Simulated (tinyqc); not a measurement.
Self-consistent Fermi level with native defects, at growth and after a quench. Changing the shift s of the chemical potential. Computed by tinyqc, a small Python program. Command: `OMP_NUM_THREADS=1 python tinyqc.py 3029063 3029064 out.jsonl scfermi sweep`. One thread of a shared host (Intel(R) Xeon(R) Processor @ 2.30GHz), about 0.1 s of CPU time with the checks.

Energies are counted from the top of the valence band (VBM); when the gap shrinks with temperature the conduction band moves and the levels stay. The added dopant is taken as fully ionised. D and A draw on one reservoir with opposite signs, as the two vacancies of a compound do.

Inputs (values chosen for the exercise, with bands modelled on CdS):
```
quantity                                value   unit
gap E_g at 300 K                         2.48     eV
slope -dE_g/dT above 300 K            0.00028   eV/K
electron mass m_e                       0.201    m_0
valleys M_c                                 1      -
hole mass m_h                           0.788    m_0
E_f of the neutral native donor D       2.483     eV
E_f of the neutral native acceptor A    4.413     eV
site density N_s                      1.8e+22  cm^-3
dopant density N_X                    1.4e+16  cm^-3
growth temperature T_g                   1360      K
temperature of use T                      300      K
```

Added shallow dopant: donor.

levels of D above the VBM, most positive state first (eV): 0.951  0.992  1.29

levels of A above the VBM, (0/-1) first (eV): 0.404  0.572  0.881

Constants: m_0 = 9.1093837015e-31 kg; k_B = 1.380649e-23 J/K; h = 6.62607015e-34 J s; k_B = 8.617333262e-05 eV/K.

Method:
- E_f(D, 0) = input + s and E_f(A, 0) = input - s; E_f(q, E_F = 0) follows from the levels, eps(q/q-1) = E_f(q - 1) - E_f(q) at E_F = 0.
- E_g(T) = E_g - slope x max(0, T - 300 K).
- N_c = 2 M_c (2 pi m_e k_B T/h^2)^(3/2) and N_v = 2 (2 pi m_h k_B T/h^2)^(3/2), masses in units of m_0.
- At growth T = T_g.
- n = N_c F_1/2((E_F - E_g)/k_B T), p = N_v F_1/2(-E_F/k_B T).
- F_1/2(eta) = (2/sqrt(pi)) int_0^infinity sqrt(x)/(1 + exp(x - eta)) dx, by the trapezoid rule in t = sqrt(x) with step 0.02 up to t = 12 (for eta < -12 by exp(eta) - exp(2 eta)/2^(3/2)).
- In equilibrium c_q = N_s exp(-(E_f(q, 0) + q E_F)/k_B T).
- Net charge = p - n + sum q c_q + N_X; the log ratio is ln(positive charge/negative charge).
- E_F is the root of the log ratio, by 50 bisections between -0.5 eV and E_g + 0.5 eV.
- After a quench the totals of D and A stay as grown, and each is shared among its charge states with weights exp(-(E_f(q, 0) + q E_F)/k_B T).

One run for each value; columns: (1) shift s of the chemical potential (eV); (2) E_F at growth (eV); (3) total D (cm^-3); (4) total A (cm^-3); (5) E_F after the quench (eV); (6) n after the quench (cm^-3); (7) p after the quench (cm^-3):
```
(1)      (2)        (3)        (4)    (5)        (6)        (7)
-0.60  1.345  3.141e+15  5.702e+11  2.349  1.400e+16  6.159e-21
-0.45  1.339  8.922e+14  1.765e+12  2.349  1.399e+16  6.161e-21
-0.30  1.337  2.498e+14  6.051e+12  2.349  1.398e+16  6.167e-21
-0.15  1.336  6.968e+13  2.131e+13  2.348  1.394e+16  6.187e-21
0.00   1.335  1.946e+13  7.436e+13  2.348  1.378e+16  6.259e-21
0.15   1.332  5.483e+12  2.449e+14  2.347  1.327e+16  6.500e-21
0.30   1.322  1.582e+12  6.938e+14  2.344  1.192e+16  7.236e-21
0.45   1.303  4.773e+11  1.535e+15  2.338  9.396e+15  9.183e-21
0.60   1.274  1.526e+11  2.655e+15  2.327  6.035e+15  1.430e-20
```

Describe and explain the trends.

Over the rows, E_F at growth (eV) falls from 1.34 to 1.27; total D (cm^-3) falls from 3.14e15 to 1.53e11; total A (cm^-3) rises from 5.70e11 to 2.66e15. Raising s makes D costlier and A cheaper.
